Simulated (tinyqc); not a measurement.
What grading buys: minority-electron transport through the base of a bipolar transistor (Moll-Ross and Kroemer integrals). Computed by tinyqc, a small Python program. Command: `OMP_NUM_THREADS=1 python tinyqc.py 3027597 3027598 out.jsonl base walk`. One thread of a shared host (Intel(R) Xeon(R) Processor @ 2.30GHz), about 0.01 s of CPU time with the checks.

Low injection, one dimension, x from the emitter edge (0) to the collector edge (W), s = x/W. Recombination is treated as a small correction (valid for tau_B well below tau_n), computed from the stored charge.

Inputs (values chosen for the exercise, modelled on GaAs):

| quantity | value | unit |
|---|---|---|
| base doping at the emitter edge N_0 | 3.8e+19 | 1/cm^3 |
| base width W | 84 | nm |
| mu_min | 1400 | cm^2/(V s) |
| mu_max | 7220 | cm^2/(V s) |
| N_ref | 1.1e+17 | 1/cm^3 |
| saturation velocity v_s | 0.71 | 1e7 cm/s |
| temperature T | 300 | K |
| doping ratio N_0/N(W) | 5.1 | - |

Base doping profile: Gaussian. Gap grading: none. Exit of the base: infinite sink.

Constants: k_B = 8.617333262e-05 eV/K.

Method. N(x) = N_0 (ratio)^(-s^2); n_i(x)^2 = n_i^2 exp(s dE_g/k_B T); D(x) = (k_B T/e) mu, mu = mu_min + (mu_max - mu_min)/(1 + (N/N_ref)^0.7). With y(x) = N n_i^2/(D n_i(x)^2): base Gummel number G_B = int_0^W y dx; J_C = e n_i^2 exp(e V_BE/k_B T)/G_B; n(x) = (J_C/e)(n_i(x)^2/(N n_i^2)) [int_x^W y dx]; transit time tau_B = (e/J_C) int n dx; trapezoid rule on 401 even points.

The same base with other gradings:

| dE_g (meV) | dE_g/k_B T | G_B (s/cm^4) | J_C gain | tau_B (ps) | speed gain |
|---|---|---|---|---|---|
| 0 | 0.000 | 5.2208e+12 | 1.0000 | 0.55106 | 1.0000 |
| 25 | 0.967 | 3.7361e+12 | 1.3974 | 0.43959 | 1.2536 |
| 50 | 1.934 | 2.8189e+12 | 1.8521 | 0.36205 | 1.5221 |
| 75 | 2.901 | 2.2219e+12 | 2.3497 | 0.30601 | 1.8008 |
| 100 | 3.868 | 1.8142e+12 | 2.8777 | 0.26413 | 2.0863 |
| 150 | 5.802 | 1.3082e+12 | 3.9908 | 0.20641 | 2.6698 |
| 200 | 7.736 | 1.0144e+12 | 5.1465 | 0.16893 | 3.2620 |
| 300 | 11.605 | 6.9465e+11 | 7.5158 | 0.12363 | 4.4575 |

What does the comparison show, and why?

At 100 meV J_C rises by a factor 2.88 and the transit is 2.09 times faster; at 300 meV the factors are 7.52 and 4.46. For a uniform base without exit term both tend to be linear in dE_g/k_B T, J_C as x/(1 - exp(-x)) and the speed as x/2. From 0 meV on the mean velocity W/tau_B exceeds v_s, so those speed gains are overstated.
